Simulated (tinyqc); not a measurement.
CMOS latch-up, two-transistor model: two steps of the calculation.

A parasitic pnp (emitter at Vdd, base shunted by Rw) and npn (emitter at ground, base shunted by Rs) feed each other: the npn collector current flows out of the pnp base node, the pnp collector current into the npn base node. Forward-active transistors with constant gains: Icn = Isn exp(Vn/Vt), Icp = Isp (exp(Vp/Vt) - 1). A current Ii is injected into the npn base node.

Parameters, values chosen for the exercise; values close to those of bulk CMOS:

| symbol | value | unit | meaning |
|---|---|---|---|
| T | 300 | K | temperature |
| bn | 24.1 |  | current gain of the npn |
| bp | 3 |  | current gain of the pnp |
| Isn | 1.1e-15 | A | saturation current of the npn at T |
| Isp | 7.3e-15 | A | saturation current of the pnp at T |
| Rs | 55 | ohm | substrate resistance shunting the npn |
| Rw | 1100 | ohm | well resistance shunting the pnp |
| R2 | 29 | ohm | resistance from the pnp collector to the npn base |
| Von | 0.73 | V | base-emitter voltage in the on state |
| Vsat | 0.14 | V | saturation voltage |
| Vdd | 0.9 | V | supply voltage |
| Ii | 10.9 | mA | current injected into the substrate |

Constants: q = 1.602176634e-19 C, kB = 1.380649e-23 J/K, Vt = kB T/q. Results are converted to the units shown.

Question 1. Holding current and voltage. On state with both base-emitter voltages at Von: npn base current Ib = (Von/Rs + bp Von/Rw)/(bn bp - 1), holding current Ih = (bn + 1) Ib + Von/Rs, holding voltage Vh = Vsat + Von + R2 (Ib + Von/Rs).

Give: bn bp; Ib; Ih; Vh.

Answer 1.

bn bp = 72.300
Ib = 0.21408 mA
Ih = 18.646 mA
Vh = 1.2611 V

Vh is above Vdd = 0.9 V, so the supply cannot sustain a latched state.

Question 2. The off branch. Node equations: Vp/Rw + Icp/bp = Icn and Vn/Rs + Icn/bn = Icp + Ii. Loop gain G = gn gp/[(1/Rw + gp/bp)(1/Rs + gn/bn)], gn = Icn/Vt, gp = (Icp + Isp)/Vt; the off state ends where G = 1, and Ii there is the trigger current. For each Vn: Icn, then Vp from the first equation, then Ii from the second.

| point | Vn (V) |
|---|---|
| 0 | 0.496 |
| 1 | 0.576 |
| 2 | 0.626 |
| 3 | 0.656 |
| 4 | 0.676 |
| 5 | 0.696 |
| 6 | 0.711 |
| 7 | 0.726 |

Give: Icn; Vp; Icp; Ii; G.

Answer 2.

| point | Icn (mA) | Vp (V) | Icp (mA) | Ii (mA) | G |
|---|---|---|---|---|---|
| 0 | 2.365e-4 | 2.601e-4 | 7.383e-14 | 9.018 | 1.579e-13 |
| 1 | 0.005221 | 0.005743 | 1.816e-12 | 10.47 | 4.307e-12 |
| 2 | 0.03612 | 0.03973 | 2.664e-11 | 11.38 | 1.106e-10 |
| 3 | 0.1153 | 0.1268 | 9.776e-10 | 11.93 | 1.017e-8 |
| 4 | 0.2499 | 0.2748 | 3.023e-7 | 12.30 | 6.691e-6 |
| 5 | 0.5416 | 0.5806 | 0.04138 | 12.64 | 1.220 |
| 6 | 0.9675 | 0.6651 | 1.089 | 11.88 | 5.343 |
| 7 | 1.728 | 0.6937 | 3.293 | 9.978 | 9.371 |

Ii peaks at 12.64 mA, at Vn = 0.6955 V where G = 1; beyond it the loop feeds itself.

Range of the model: Near the trigger Vn + Vp exceeds Vdd by over 0.35 V, so both collector junctions are forward biased and the forward-active model is out of range there.

Program tinyqc, `OMP_NUM_THREADS=1 python tinyqc.py 2670023 2670024 out.jsonl`; Intel Xeon 2.30GHz, shared host, one thread, about 0.03 s.
